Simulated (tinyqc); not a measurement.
Shallow acceptor in the spherical model (Baldereschi-Lipari), strong spin-orbit limit: one step, computed by the program tinyqc. Command: `OMP_NUM_THREADS=1 python tinyqc.py 3028960 3028961 out.jsonl acceptor walk`. One thread of a shared host (Intel(R) Xeon(R) Processor @ 2.30GHz), about 0.01 s of CPU time with the checks.

The 1S(3/2) state has an s envelope f(r) and a d envelope g(r). In effective units they obey -(f'' + 2f'/r + 2f/r) + mu (g'' + 5g'/r + 3g/r^2) = E f and -(g'' + 2g'/r - 6g/r^2 + 2g/r) + mu (f'' - f'/r) = E g. The cubic term, the split-off band and the central cell are left out.

Task: Lowest level in the small basis. H c = E S c with c^T S c = 1 and the largest component positive; the d weight is the part of the norm in g.

H (Ry*), lower triangle (symmetric):
```
            f1        f2        f3        g1        g2        g3
f1       -0.99
f2  -0.6084849    2.0625
f3  -0.1353069  6.845455  33.51562
g1    1.376923  3.191760  4.049310  1.723333
g2    1.886040  8.605769  19.94850  3.637112  14.89583
g3    1.596363  11.78775  53.78606  3.865247  27.07827  103.4115
```

S, lower triangle (symmetric):
```
          f1        f2        f3        g1        g2        g3
f1  1.000000
f2  0.737557  1.000000
f3  0.328017  0.737557  1.000000
g1  0.000000  0.000000  0.000000  1.000000
g2  0.000000  0.000000  0.000000  0.602088  1.000000
g3  0.000000  0.000000  0.000000  0.156013  0.602088  1.000000
```

Give: E; coefficients; d weight.

Result:

E = -2.432 Ry*

coefficients: f1 0.0149, f2 0.7986, f3 0.0529, g1 -0.1624, g2 -0.4154, g3 0.0025

d weight = 0.2788
